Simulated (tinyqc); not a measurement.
Holstein polaron on two sites: one step, computed by the program tinyqc.

One electron on sites 1 and 2: H = -t (c1+ c2 + c2+ c1) + hbar omega sum_i b_i+ b_i - g hbar omega sum_i n_i (b_i + b_i+). The symmetric phonon shifts the energy by -g^2 hbar omega/2 and drops out; with b = (b_1 - b_2)/sqrt(2) there remains H = -t sigma_x + hbar omega b+ b - (g hbar omega/sqrt(2)) sigma_z (b + b+). Parity splits it into blocks p = +1 and -1 over phonon numbers n. Zero-point energies are left out. Weights Z refer to mode b alone; the displaced symmetric mode multiplies the full zero-phonon weight by exp(-g^2/2).

Problem. The even block in a small basis. Block p: H_nn = n hbar omega - p t (-1)^n - g^2 hbar omega/2, H_(n,n+1) = -(g hbar omega/sqrt(2)) sqrt(n + 1). Take p = +1 and n = 0..N-1.

Inputs (values chosen for the exercise, for a model dimer):
```
quantity                  value  unit
hopping t                   9.2   meV
phonon energy hbar omega   71.5   meV
coupling g                0.172     -
phonon levels kept N          6     -
```

Give: H, even block.

Solution.

H, even block (meV):
```
       1      2      3      4      5      6
1  -10.3   -8.7    0.0    0.0    0.0    0.0
2   -8.7   79.6  -12.3    0.0    0.0    0.0
3    0.0  -12.3  132.7  -15.1    0.0    0.0
4    0.0    0.0  -15.1  222.6  -17.4    0.0
5    0.0    0.0    0.0  -17.4  275.7  -19.4
6    0.0    0.0    0.0    0.0  -19.4  365.6
```
